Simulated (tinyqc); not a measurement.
Band bending at a free surface with a continuum of surface states, surface photovoltage and Kelvin probe: two steps of the calculation.

n-type bulk, xi = Ec - EF = Vt ln(Nc/Nd), p0 = ni^2/Nd, ni = sqrt(Nc Nv) exp(-Eg/(2 Vt)), Eg in volts. b is the upward band bending, u = b/Vt. Space charge per area, in units of q: Qc = sign(b) sqrt((2 eps0 eps_r Vt/q) [(Nd + dn)(exp(-u) - 1) + Nd u + (p0 + dn)(exp(u) - 1)]), with dn the excess density under light (flat quasi-Fermi levels; 0 in the dark). The states hold -Ds (E0 - xi - b): negative while the Fermi level lies above the neutrality level. Neutrality: Qc + Qf + (charge of the states) = 0.

Parameters, values chosen for the exercise; band and dielectric values close to those of gallium arsenide:

| symbol | value | unit | meaning |
|---|---|---|---|
| T | 300 | K | temperature |
| Eg | 1.44 | eV | band gap |
| eps_r | 12.7 |  | relative permittivity |
| Nc | 4.45e17 | cm^-3 | conduction-band density of states at T |
| Nv | 8.95e18 | cm^-3 | valence-band density of states at T |
| chi | 4.1 | eV | electron affinity |
| Nd | 2.2e15 | cm^-3 | donor density |
| pt | 5.04 | eV | work function of the probe tip |
| E0 | 0.5 | eV | depth of their neutrality level below the conduction edge |

Constants: q = 1.602176634e-19 C, kB = 1.380649e-23 J/K, Vt = kB T/q, eps0 = 8.8541878128e-14 F/cm where lengths are in cm. Results are converted to the units shown.

Question 1. Bulk quantities. xi, ni, p0, the Debye length sqrt(eps0 eps_r Vt/(q Nd)) and the flat-band work function chi + xi.

Wanted: xi; ni; p0; Debye length; chi + xi.

Answer 1.

xi = 0.1373 eV
ni = 1.602e6 cm^-3
p0 = 0.001166 cm^-3
Debye length = 90.81 nm
chi + xi = 4.237 eV

Question 2. Work function and Kelvin-probe reading. Work function chi + xi + b; contact potential difference CPD = (work function of the sample) - pt. Depth of EF below Ec at the surface: xi + b. Depletion width Qc/Nd.

converged b = 0.33467408 V

Give: xi + b; Qc; Qc/Nd; work function; CPD.

Answer 2.

xi + b = 0.47194 eV
Qc = 9.7657e10 cm^-2
Qc/Nd = 443.89 nm
work function = 4.5719 eV
CPD = -468.06 mV

The Fermi level lies 28.1 meV above the neutrality level.

Computed by the program tinyqc: `OMP_NUM_THREADS=1 python tinyqc.py 2430114 2430115 out.jsonl`, one thread of a shared Intel Xeon 2.30GHz, about 0.01 s for the whole run.
